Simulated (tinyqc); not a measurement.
Floating body of a partially depleted SOI transistor: body voltage and kink: two steps of the calculation.

Source at 0 V. Channel current Ic = 2 nf K Vt^2 [F(0) - F(Vd)](1 + la Vd), F(V) = ln^2(1 + exp((Vg - VT - nf V)/(2 nf Vt))), VT = VT0 - gb Vb. Saturation voltage Vs = 2 Vt sqrt(F(0)) + 3 Vt, excess Ve = (Vd - Vs + sqrt((Vd - Vs)^2 + 0.0004 V^2))/2, multiplication M1 = Ai Ve exp(-Bl/Ve). Each junction passes D(v) = J1 (exp(v/Vt) - 1) + J2 (exp(v/(2 Vt)) - 1). Bipolar current Ib = bb J1 (exp(Vb/Vt) - 1). The body settles where M1 (Ic + Ib) = D(Vb) + D(Vb - Vd) + Vb/Rb; drain current Id = (1 + M1)(Ic + Ib) - D(Vb - Vd).

Inputs (values chosen for the exercise); values of the order met in partially depleted silicon-on-insulator transistors: temperature T = 330 K; threshold at zero body voltage VT0 = 0.49 V; fall of the threshold per volt of body voltage gb = 0.27; slope factor nf = 1.19; gain factor per width K = 600 uA/(V^2 um); channel-length modulation factor la = 0.04 1/V; impact-ionisation prefactor Ai = 2.34 1/V; impact-ionisation voltage Bl = 7 V; diffusion saturation current of each junction J1 = 6e-12 uA/um; recombination saturation current of each junction J2 = 3.5e-9 uA/um; gain of the lateral bipolar transistor on the diffusion current bb = 3; resistance of a weak body tie to the source (1e9 stands for no tie, and the term is then dropped) Rb = 8e5 kohm um; gate voltage Vg = 0.77 V; drain voltage Vd = 1 V.

Constants: q = 1.602176634e-19 C, kB = 1.380649e-23 J/K, Vt = kB T/q. Results are converted to the units shown.

Problem 1. New Vb. Current into the body I_in = M1 (Ic + Ib) - D(Vb - Vd), current out I_out = D(Vb) + Vb/Rb; f = ln(I_in/I_out), s = df/dVb by central differences over 1e-5 V, Vb(new) = Vb - f/s.

Vb after iteration 1 = 0.34786513 V

Find: Ic; Ve; M1; I_in; I_out; f; s; Vb after iteration 2.

Solution 1.

Ic = 36.711 uA/um
Ve = 0.60041 V
M1 = 1.2143e-5
I_in = 4.4579e-4 uA/um
I_out = 4.3765e-4 uA/um
f = 0.018438
s = -6.3449 1/V
Vb after iteration 2 = 0.35077 V

Problem 2. Drain current with floating and with grounded body. Id and VT at the converged Vb, Id at Vb = 0, their ratio, and the bipolar share Ib/(Ic + Ib).

converged Vb = 0.35077092 V

Wanted: VT; Id, floating; Id, grounded; ratio; bipolar share.

Solution 2.

VT = 0.3953 V
Id, floating = 36.87 uA/um
Id, grounded = 20.71 uA/um
ratio = 1.780
bipolar share = 1.111e-5 %

The body rises to 0.351 V and lowers the threshold by 94.7 mV.

Range of the model: The multiplication law is an empirical form chosen for the exercise; self-heating and capacitive coupling to the body are left out, and the linear laws are rough once Vb passes about 0.7 V or M1 about 0.1.

Computed by the program tinyqc: `OMP_NUM_THREADS=1 python tinyqc.py 2182072 2182073 out.jsonl`, one thread of a shared Intel Xeon 2.30GHz, about 0.2 s for the whole run.
